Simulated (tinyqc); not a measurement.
# Access strength from the read disturbance

Question. Transistor (EKV form, voltages against the body): I = 2 n b Vt^2 [F(vp - Vs) - F(vp - Vd)] from drain to source, F(v) = ln^2(1 + exp(v/(2 Vt))), vp = (Vg - VT + sg |Vd - Vs|)/n. n-channel bodies are at 0; for the p-channel device all voltages are counted down from Vdd. b in uA/V^2 gives I in uA. In an SRAM read the low node Q obeys In(gate QB, drain Q) = Ip(gate QB, drain Q) + Ia, where the access transistor (threshold VTn) has its gate and drain at Vdd and its source at Q. Find Ia, ba and the cell ratio bn/ba.

Values chosen for this exercise: temperature T = 250 K; supply voltage Vdd = 0.75 V; slope factor n = 1.44; drain-induced barrier lowering sg = 0.069; n-channel threshold VTn = 0.41 V; p-channel threshold (magnitude) VTp = 0.38 V; gain factor of the pull-down transistor bn = 190 uA/V^2; gain factor of the pull-up transistor bp = 100 uA/V^2.

Constants: q = 1.602176634e-19 C, kB = 1.380649e-23 J/K, Vt = kB T/q. Results are converted to the units shown.

Q and QB in the read (V): 0.067939362  0.74999928

Solution. The node equation gives Ia, which is proportional to ba.

Ia = 3.791 uA
ba = 130.0 uA/V^2
cell ratio = 1.462

Numbers from tinyqc (`OMP_NUM_THREADS=1 python tinyqc.py 2340090 2340091 out.jsonl`; about 0.1 s on one thread of a shared Intel Xeon 2.30GHz).
